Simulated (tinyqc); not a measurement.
Inside a calculation. Method: Hueckel theory of the pi electrons with the omega technique, for the molecule C=Cc1ccccc1 (SMILES; centres numbered as the heavy atoms are written). Computed by tinyqc, a small Python program that keeps every step. Settings: charge = 0, omega = 1.0, damping = 0.3. Command: `OMP_NUM_THREADS=1 python tinyqc.py 27001 27002 out.jsonl` (the two numbers bound the seeds that draw the settings). One thread of a shared host (Intel(R) Xeon(R) Processor @ 2.60GHz), about 0.02 s of CPU time with the checks.

## The Hueckel matrix

Centres:
```
centre  z_r, pi electrons of the neutral centre         h
1C                                            1  0.000000
2C                                            1  0.000000
3C                                            1  0.000000
4C                                            1  0.000000
5C                                            1  0.000000
6C                                            1  0.000000
7C                                            1  0.000000
8C                                            1  0.000000
```

Bonds:
```
i  j  k
1  2  1
2  3  1
3  4  1
4  5  1
5  6  1
6  7  1
7  8  1
8  3  1
```

H_rr = alpha + h_r beta, H_rs = k_rs beta for bonded centres.

Hueckel matrix in units of beta (H = alpha + beta A), order 1C, 2C, 3C, 4C, 5C, 6C, 7C, 8C:
$$\begin{pmatrix}
0.000000 & 1.000000 & 0.000000 & 0.000000 & 0.000000 & 0.000000 & 0.000000 & 0.000000 \\
1.000000 & 0.000000 & 1.000000 & 0.000000 & 0.000000 & 0.000000 & 0.000000 & 0.000000 \\
0.000000 & 1.000000 & 0.000000 & 1.000000 & 0.000000 & 0.000000 & 0.000000 & 1.000000 \\
0.000000 & 0.000000 & 1.000000 & 0.000000 & 1.000000 & 0.000000 & 0.000000 & 0.000000 \\
0.000000 & 0.000000 & 0.000000 & 1.000000 & 0.000000 & 1.000000 & 0.000000 & 0.000000 \\
0.000000 & 0.000000 & 0.000000 & 0.000000 & 1.000000 & 0.000000 & 1.000000 & 0.000000 \\
0.000000 & 0.000000 & 0.000000 & 0.000000 & 0.000000 & 1.000000 & 0.000000 & 1.000000 \\
0.000000 & 0.000000 & 1.000000 & 0.000000 & 0.000000 & 0.000000 & 1.000000 & 0.000000
\end{pmatrix}$$

## Orbitals, round 1

pi electrons, sum of z_r less the charge = 8

Diagonalise; E = alpha + x beta with beta < 0, so the largest x are filled first; degenerate levels share their electrons. P = sum n_i c_ri c_si; each orbital has its largest coefficient positive (the first on a tie).

x values: [2.135779, 1.414214, 1.000000, 0.662153, -0.662153, -1.000000, -1.414214, -2.135779]

occupations: [2.000000, 2.000000, 2.000000, 2.000000, 0.000000, 0.000000, 0.000000, 0.000000]

coefficients, order 1C, 2C, 3C, 4C, 5C, 6C, 7C, 8C:
$$\begin{pmatrix}
0.144072 & 0.353553 & 0.000000 & 0.595183 & 0.595183 & 0.000000 & -0.353553 & 0.144072 \\
0.307706 & 0.500000 & 0.000000 & 0.394103 & -0.394103 & 0.000000 & 0.500000 & -0.307706 \\
0.513120 & 0.353553 & 0.000000 & -0.334227 & -0.334227 & 0.000000 & -0.353553 & 0.513120 \\
0.394103 & 0.000000 & 0.500000 & -0.307706 & 0.307706 & 0.500000 & 0.000000 & -0.394103 \\
0.328596 & -0.353553 & 0.500000 & 0.130478 & 0.130478 & -0.500000 & 0.353553 & 0.328596 \\
0.307706 & -0.500000 & 0.000000 & 0.394103 & -0.394103 & 0.000000 & -0.500000 & -0.307706 \\
0.328596 & -0.353553 & -0.500000 & 0.130478 & 0.130478 & 0.500000 & 0.353553 & 0.328596 \\
0.394103 & 0.000000 & -0.500000 & -0.307706 & 0.307706 & -0.500000 & 0.000000 & -0.394103
\end{pmatrix}$$

charge and bond-order matrix P, order 1C, 2C, 3C, 4C, 5C, 6C, 7C, 8C:
$$\begin{pmatrix}
1.000000 & 0.911344 & 0.000000 & -0.252725 & 0.000000 & 0.204237 & 0.000000 & -0.252725 \\
0.911344 & 1.000000 & 0.405894 & 0.000000 & -0.048488 & 0.000000 & -0.048488 & 0.000000 \\
0.000000 & 0.405894 & 1.000000 & 0.610131 & 0.000000 & -0.301212 & 0.000000 & 0.610131 \\
-0.252725 & 0.000000 & 0.610131 & 1.000000 & 0.678703 & 0.000000 & -0.321297 & 0.000000 \\
0.000000 & -0.048488 & 0.000000 & 0.678703 & 1.000000 & 0.658619 & 0.000000 & -0.321297 \\
0.204237 & 0.000000 & -0.301212 & 0.000000 & 0.658619 & 1.000000 & 0.658619 & 0.000000 \\
0.000000 & -0.048488 & 0.000000 & -0.321297 & 0.000000 & 0.658619 & 1.000000 & 0.678703 \\
-0.252725 & 0.000000 & 0.610131 & 0.000000 & -0.321297 & 0.000000 & 0.678703 & 1.000000
\end{pmatrix}$$

## Omega technique, round 1

h_r = h_r(0) + omega q_r, omega = 1, with q_r = z_r - P_rr; 0.3 of the old diagonal is kept.

matrix after round 1, order 1C, 2C, 3C, 4C, 5C, 6C, 7C, 8C:
$$\begin{pmatrix}
0.000000 & 1.000000 & 0.000000 & 0.000000 & 0.000000 & 0.000000 & 0.000000 & 0.000000 \\
1.000000 & 0.000000 & 1.000000 & 0.000000 & 0.000000 & 0.000000 & 0.000000 & 0.000000 \\
0.000000 & 1.000000 & 0.000000 & 1.000000 & 0.000000 & 0.000000 & 0.000000 & 1.000000 \\
0.000000 & 0.000000 & 1.000000 & 0.000000 & 1.000000 & 0.000000 & 0.000000 & 0.000000 \\
0.000000 & 0.000000 & 0.000000 & 1.000000 & 0.000000 & 1.000000 & 0.000000 & 0.000000 \\
0.000000 & 0.000000 & 0.000000 & 0.000000 & 1.000000 & 0.000000 & 1.000000 & 0.000000 \\
0.000000 & 0.000000 & 0.000000 & 0.000000 & 0.000000 & 1.000000 & 0.000000 & 1.000000 \\
0.000000 & 0.000000 & 1.000000 & 0.000000 & 0.000000 & 0.000000 & 1.000000 & 0.000000
\end{pmatrix}$$

## Convergence

Each round sets h_r = h_r(0) + omega (z_r - P_rr), keeping the share named as damping of the old diagonal; repeat until output and input diagonals agree to 1e-6.

Rounds:
```
round    sum n x  largest |h(out) - h(in)|
1      10.424292                  4.44e-16
```

Converged in 1 rounds.

## Energy, charges, bond orders

E = sum n x; q_r = z_r - P_rr; bond order p = P_rs; free valence = sqrt(3) - sum of p over the bonds of the atom.

pi energy = 8 alpha + this times beta = 10.424292

pi charges: 1C 0.000000, 2C 0.000000, 3C 0.000000, 4C 0.000000, 5C 0.000000, 6C 0.000000, 7C 0.000000, 8C 0.000000

Bond orders and lengths from R = 1.517 - 0.180 p (angstrom, C-C alone):
```
bond         p         R
1-2   0.911344  1.352958
2-3   0.405894  1.443939
3-4   0.610131  1.407176
4-5   0.678703  1.394833
5-6   0.658619  1.398449
6-7   0.658619  1.398449
7-8   0.678703  1.394833
8-3   0.610131  1.407176
```

free valence of the carbons: 1C 0.820707, 2C 0.414813, 3C 0.105893, 4C 0.443216, 5C 0.394728, 6C 0.414813, 7C 0.394728, 8C 0.443216

gap between the highest filled and the next level = 1.324307 |beta|
